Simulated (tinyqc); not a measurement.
# Worked calculation: short-channel transistor, virtual-source model with series resistance

Program tinyqc, `OMP_NUM_THREADS=1 python tinyqc.py 2380163 2380164 out.jsonl`; Intel Xeon 2.30GHz, shared host, one thread, about 0.02 s. Printed values are rounded.

The current per gate width is the charge at the top of the source barrier (the virtual source) times its velocity times a saturation function; al and be are fitting constants of the model. Units: I in uA/um, Rs in ohm um, so I Rs = 1e-6 I Rs in volts; Q in uC/cm^2, so I = 1e-4 Q vx0 Fsat with vx0 in cm/s.

Inputs (values chosen for the exercise): temperature T = 300 K; inversion capacitance Cinv = 1.82 uF/cm^2; velocity at the virtual source vx0 = 1.86e7 cm/s; apparent mobility mu = 1400 cm^2/(V s); channel length L = 45 nm; threshold at zero drain voltage VT0 = 0.41 V; drain-induced barrier lowering dl = 0.18 V/V; subthreshold factor n0 = 1.55; growth of n with drain voltage nd = 0.1 1/V; threshold shift (in units of Vt) from weak to strong inversion al = 3.5; sharpness of saturation be = 2; series resistance of each contact Rs = 120 ohm um; gate voltage Vgs = 0.77 V; drain voltage Vds = 0.05 V.

Constants: q = 1.602176634e-19 C, kB = 1.380649e-23 J/K, Vt = kB T/q. Results are converted to the units shown.

## Iteration 1: current through the series resistance

I at the start = 0 uA/um

Intrinsic voltages Vg' = Vgs - I Rs, Vd' = Vds - 2 I Rs. n = n0 + nd Vd', VT = VT0 - dl Vd', Ff = 1/(1 + exp((Vg' - VT + al Vt/2)/(al Vt))), Q = Cinv n Vt ln(1 + exp((Vg' - VT + al Vt Ff)/(n Vt))), Vdsat = (vx0 L/mu)(1 - Ff) + Vt Ff, Fsat = u/(1 + u^be)^(1/be) with u = Vd'/Vdsat, and I(out) = Q vx0 Fsat per width. (Fsat takes the sign of u.) Newton step: I(new) = I + (I(out) - I)/(1 - s), s = dI(out)/dI by a central difference with +/- 0.001 uA/um.

Vg' = 0.77 V
Vd' = 0.05 V
VT = 0.401 V
Ff = 0.0101693
Q = 0.673262 uC/cm^2
Vdsat = 0.0594406 V
Fsat = 0.643719
I(out) = 806.109 uA/um
s = -2.61310
I after iteration 1 = 223.107 uA/um

## Iteration 2: current through the series resistance

As before.

Vg' = 0.743227 V
Vd' = -0.00354576 V
VT = 0.410638 V
Ff = 0.0151312
Q = 0.607821 uC/cm^2
Vdsat = 0.0592723 V
Fsat = -0.0597147
I(out) = -67.5103 uA/um
s = -4.52179
I after iteration 2 = 170.476 uA/um

## Iteration 3: current through the series resistance

As before.

Vg' = 0.749543 V
Vd' = 0.00908569 V
VT = 0.408365 V
Ff = 0.0137798
Q = 0.623228 uC/cm^2
Vdsat = 0.0593181 V
Fsat = 0.151403
I(out) = 175.507 uA/um
s = -4.60987
I after iteration 3 = 171.373 uA/um

## Course of the iteration: current through the series resistance

Stop when I changes by less than 1e-7 uA/um, or after 80 iterations.

Course of the iteration:
```
iteration	I (uA/um)	|change| (uA/um)
1	223.107	223
2	170.476	52.6
3	171.373	0.897
4	171.373	2.88e-4
5	171.373	2.89e-11
```

Converged in 5 iterations. At the end the number of correct digits about doubles with each step.

## What the series resistance costs

converged I = 171.373 uA/um
I0 = 806.109 uA/um

Intrinsic voltages Vg' = Vgs - I Rs, Vd' = Vds - 2 I Rs. n = n0 + nd Vd', VT = VT0 - dl Vd', Ff = 1/(1 + exp((Vg' - VT + al Vt/2)/(al Vt))), Q = Cinv n Vt ln(1 + exp((Vg' - VT + al Vt Ff)/(n Vt))), Vdsat = (vx0 L/mu)(1 - Ff) + Vt Ff, Fsat = u/(1 + u^be)^(1/be) with u = Vd'/Vdsat, and I = Q vx0 Fsat per width. I0 is the current for Rs = 0. Effective velocity I/Q; transit time L Q/I.

loss against I0 = 78.7407 %
effective velocity = 2.75092e6 cm/s
transit time = 1.63582 ps

The carriers leave the virtual source at 14.8 % of vx0: Vd' is not large against Vdsat.
